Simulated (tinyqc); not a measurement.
# Changing the exchange J2

Model: Heisenberg magnet: exchange from energy differences, ordering vector, linear spin waves and ordering temperature. Computed by tinyqc, a small Python program. Command: `OMP_NUM_THREADS=1 python tinyqc.py 3014990 3014991 out.jsonl magnon sweep`. One thread of a shared host (Intel(R) Xeon(R) Processor @ 2.30GHz), about 0.5 s of CPU time with the checks.

H = -sum over pairs <ij> J_ij S_i.S_j - K sum_i (S_i^z)^2, each pair once, J > 0 ferromagnetic. First neighbours: 6 at a (1, 0, 0), second: 12 at a (1, 1, 0), with all permutations and signs.

Inputs (values chosen for the exercise, for a model magnet):
```
quantity                 value      unit
exchange J1               3.11       meV
spin S                     1.5         -
single-ion anisotropy K  0.047       meV
lattice constant a        5.52  angstrom
mesh divisions n            16         -
temperature T              110         K
```

Lattice: simple cubic. Order: ferromagnetic.

wave vector q (2 pi/a): 0.22  0.39  0.23

Constants: h x 1 THz = 4.135667696 meV; k_B = 8.617333262e-05 eV/K.

Method:
- J(q) = J1 g1(q) + J2 g2(q), g_s(q) = sum over shell s of cos(q.R).
- g_s(q) = sum over shell s of cos(q.R), z1 = g1(0). E(q) = S [J(0) - J(q)] + (2S - 1) K, J(q) = J1 g1 + J2 g2. The factor 2S - 1 removes the anisotropy for S = 1/2.
- sum R_x^2 over the shells is s1 = 2 a^2 and s2 = 8 a^2. E = gap + D q^2 with D = (S/2)(J1 s1 + J2 s2) and gap = (2S - 1) K.
- Mesh: q = sum_i (m_i + 1/2)/n b_i, m_i = 0..n-1, b = [[1, 0, 0], [0, 1, 0], [0, 0, 1]] in 2 pi/a; <..> is the mean over the mesh.
- n = 1/(exp(E/(k_B T)) - 1); no zero-point loss; thermal loss <n>; moment = S less the losses.
- K left out. Mean field: k_B T = S (S + 1) J(Q)/3 at the ordering vector Q; random-phase (Tyablikov): k_B T = [S (S + 1)/3] / <1/(J(Q) - J(q))>; Curie-Weiss theta = S (S + 1) J(0)/(3 k_B).

One run for each value; columns: (1) exchange J2 (meV); (2) stiffness D (meV angstrom^2); (3) mean-field ordering temperature (K); (4) E(q) (meV); (5) thermal loss; (6) zero-point loss:
```
(1)        (2)     (3)     (4)      (5)  (6)
-0.400   69.02  201.05  24.633  0.45587    0
-0.078  127.88  257.10  30.849  0.22401    0
0.250   187.85  314.19  37.181  0.12955    0
0.580   248.18  371.63  43.552  0.08272    0
0.900   306.68  427.34  49.730  0.05743    0
1.200   361.53  479.56  55.521  0.04285    0
1.600   434.66  549.18  63.243  0.03075    0
```

Over the rows, stiffness D (meV angstrom^2) rises from 69.0 to 435; mean-field ordering temperature (K) rises from 201 to 549; E(q) (meV) rises from 24.6 to 63.2. An antiferromagnetic J2 joins parallel spins and so frustrates this order: from the last row to the first the long-wave coefficient shrinks by a factor 6.30, the mean-field temperature by 2.73. Left out: -1.70, -1.40, -1.10 (this order is not the classical ground state). Left out: -0.730 (T too near or above the ordering temperature).

Caution (rows -0.400): with so many magnons their interaction matters and linear theory fails. Caution (rows 0.580, 0.900, 1.20, 1.60): doubling the mesh changes the thermal sum by more than 3 %, so it is not fully converged.
